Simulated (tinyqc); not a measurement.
sp3s* tight binding: one step. The Hamiltonian without spin-orbit coupling. Two cases, with inputs chosen for the exercise.

Question. Fill in the 10 x 10 matrix.

sp3s* tight binding, nearest neighbours only: anion (a) at 0, cation (c) at a/4 (1,1,1), orbitals s, px, py, pz, s* on each; k in units of 2 pi/a. With phases e_j = exp(i (pi/2) k.n_j) for n = (1,1,1), (1,-1,-1), (-1,1,-1), (-1,-1,1): g0 = (e1+e2+e3+e4)/4, g1 = (e1+e2-e3-e4)/4, g2 = (e1-e2+e3-e4)/4, g3 = (e1-e2-e3+e4)/4. The diagonal holds the levels Esa, Epa, Exa (s*) and Esc, Epc, Exc. Anion-cation block: <sa|sc> = Vss g0; <sa|xc> = Vsapc g1; <xa|sc> = -Vscpa g1; <xa|xc> = Vxx g0; <xa|yc> = <ya|xc> = Vxy g3, <xa|zc> = <za|xc> = Vxy g2, <ya|zc> = <za|yc> = Vxy g1; <s*a|xc> = Vxapc g1; <xa|s*c> = -Vpaxc g1; y and z take g2 and g3 in place of g1; s-s* and s*-s* vanish.

Case 1.

Values chosen (near a published set for GaAs, fitted to gaps, whose masses and valley positions are rough; not measured data): Esa = -8.332 eV (s level of the anion); Epa = 1.032 eV (p level of the anion); Esc = -2.659 eV (s level of the cation); Epc = 3.723 eV (p level of the cation); Exa = 8.544 eV (s* level of the anion); Exc = 6.797 eV (s* level of the cation); Vss = -6.527 eV (s-s); Vxx = 1.982 eV (px-px); Vxy = 5.03 eV (px-py); Vsapc = 4.458 eV (s anion, p cation); Vscpa = 5.841 eV (s cation, p anion); Vxapc = 4.835 eV (s* anion, p cation); Vpaxc = 4.811 eV (p anion, s* cation).

g0, g1, g2, g3: 0.4529458  0.4977810i  0.4977810i  -0.5470542

Case 2.

Values chosen (near a published set for Ge, fitted to gaps, whose masses and valley positions are rough; spin-orbit coupling, where it is added without a refit, lifts the valence top and shrinks all gaps by about a third of the splitting; not measured data): Esa = -5.917 eV (s level of the anion); Epa = 1.615 eV (p level of the anion); Esc = -5.917 eV (s level of the cation); Epc = 1.615 eV (p level of the cation); Exa = 6.389 eV (s* level of the anion); Exc = 6.389 eV (s* level of the cation); Vss = -6.821 eV (s-s); Vxx = 1.62 eV (px-px); Vxy = 4.897 eV (px-py); Vsapc = 5.482 eV (s anion, p cation); Vscpa = 5.482 eV (s cation, p anion); Vxapc = 5.253 eV (s* anion, p cation); Vpaxc = 5.253 eV (p anion, s* cation).

g0, g1, g2, g3: 0.5000000  0.5000000i  0.5000000i  -0.5000000

Give: H(k).

Answer.

Case 1.

H(k) (eV):
```
           sa        xa        ya        za       s*a        sc       xc       yc       zc       s*c
sa    -8.3320         0         0         0         0   -2.9564  2.2191i  2.2191i  -2.4388         0
xa          0    1.0320         0         0         0  -2.9075i   0.8977  -2.7517  2.5038i  -2.3948i
ya          0         0    1.0320         0         0  -2.9075i  -2.7517   0.8977  2.5038i  -2.3948i
za          0         0         0    1.0320         0    3.1953  2.5038i  2.5038i   0.8977    2.6319
s*a         0         0         0         0    8.5440         0  2.4068i  2.4068i  -2.6450         0
sc    -2.9564   2.9075i   2.9075i    3.1953         0   -2.6590        0        0        0         0
xc   -2.2191i    0.8977   -2.7517  -2.5038i  -2.4068i         0   3.7230        0        0         0
yc   -2.2191i   -2.7517    0.8977  -2.5038i  -2.4068i         0        0   3.7230        0         0
zc    -2.4388  -2.5038i  -2.5038i    0.8977   -2.6450         0        0        0   3.7230         0
s*c         0   2.3948i   2.3948i    2.6319         0         0        0        0        0    6.7970
```

Case 2.

H(k) (eV):
```
           sa        xa        ya        za       s*a        sc       xc       yc       zc       s*c
sa    -5.9170         0         0         0         0   -3.4105  2.7410i  2.7410i  -2.7410         0
xa          0    1.6150         0         0         0  -2.7410i   0.8100  -2.4485  2.4485i  -2.6265i
ya          0         0    1.6150         0         0  -2.7410i  -2.4485   0.8100  2.4485i  -2.6265i
za          0         0         0    1.6150         0    2.7410  2.4485i  2.4485i   0.8100    2.6265
s*a         0         0         0         0    6.3890         0  2.6265i  2.6265i  -2.6265         0
sc    -3.4105   2.7410i   2.7410i    2.7410         0   -5.9170        0        0        0         0
xc   -2.7410i    0.8100   -2.4485  -2.4485i  -2.6265i         0   1.6150        0        0         0
yc   -2.7410i   -2.4485    0.8100  -2.4485i  -2.6265i         0        0   1.6150        0         0
zc    -2.7410  -2.4485i  -2.4485i    0.8100   -2.6265         0        0        0   1.6150         0
s*c         0   2.6265i   2.6265i    2.6265         0         0        0        0        0    6.3890
```

Computed by tinyqc, one run a case: `OMP_NUM_THREADS=1 python tinyqc.py N N+1 out.jsonl` with N = 1480625, 1480866; one thread of a shared Intel(R) Xeon(R) Processor @ 2.30GHz, about 0.2 s a run at most.
